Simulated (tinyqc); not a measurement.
How many bands a k.p model needs: band 5 from Gamma to X: k.p theory built from an empirical-pseudopotential calculation at Gamma.

Empirical pseudopotential on the fcc lattice, atoms at +/- tau, tau = a (1,1,1)/8, no spin-orbit coupling. H(G,G') = c (2 pi/a)^2 |k + G|^2 delta + VS(q) cos(q.tau) + i VA(q) sin(q.tau), q = G - G', c = hbar^2/2m0; k and G in units of 2 pi/a; VS at |q|^2 = 3, 8, 11 and VA at 3, 4, 11, in rydberg, zero elsewhere. The basis is fixed: all 89 G with |G|^2 up to Gcut. Energies are counted from the fourth level at Gamma.

k.p in the lowest n states at Gamma: H_nm = (E_n + c k^2) delta + 2 c k.<n|G|m>, k in 1/angstrom; with all states of the basis it is exact.

Constants: hbar^2/2m0 = 3.80998211 eV angstrom^2; Ry = 13.60569312 eV.

Values chosen for the exercise (near those of InAs; shifted at random, so the results belong to these values and not to a real crystal):
- a = 6.032 angstrom (lattice constant)
- VS = (-0.214, -0, 0.051) Ry (symmetric form factors)
- VA = (0.082, 0.048, 0.031) Ry (antisymmetric form factors)
- Gcut = 19 (2 pi/a)^2 (largest |G|^2 of the fixed basis)

Band 5 (counted from below) at k = f (1, 0, 0) 2 pi/a; n ends on whole multiplets.

Energies (eV):
```
f      n = 8  n = 15  n = 27  n = 89 (exact)
0.000  0.460   0.460   0.460           0.460
0.125  1.307   1.260   1.258           1.258
0.250  2.489   2.235   2.229           2.227
0.375  3.820   2.889   2.876           2.871
0.500  5.272   2.653   2.618           2.610
0.625  6.165   2.355   2.295           2.282
0.875  7.848   2.127   1.981           1.954
1.000  8.895   2.180   1.978           1.933
```

Give the missing row, f = 0.750.

Computed row:
```
f      n = 8  n = 15  n = 27  n = 89 (exact)
0.750  6.939   2.173   2.078           2.060
```

With n = 8 the band stays within 0.05 eV of the exact one up to f = 0.125 (error at X: +6.961 eV). With n = 15 the band stays within 0.05 eV of the exact one up to f = 0.500 (error at X: +0.247 eV). With n = 27 the band stays within 0.05 eV of the exact one over the whole line (error at X: +0.045 eV). A smaller basis can only raise a level. The exact band has its minimum on these points at f = 0.000; n = 8 puts it at f = 0.000.

Run: tinyqc, `OMP_NUM_THREADS=1 python tinyqc.py 1050601 1050602 out.jsonl`; Intel(R) Xeon(R) Processor @ 2.30GHz, one thread, shared host; about 0.5 s of CPU time with all checks.
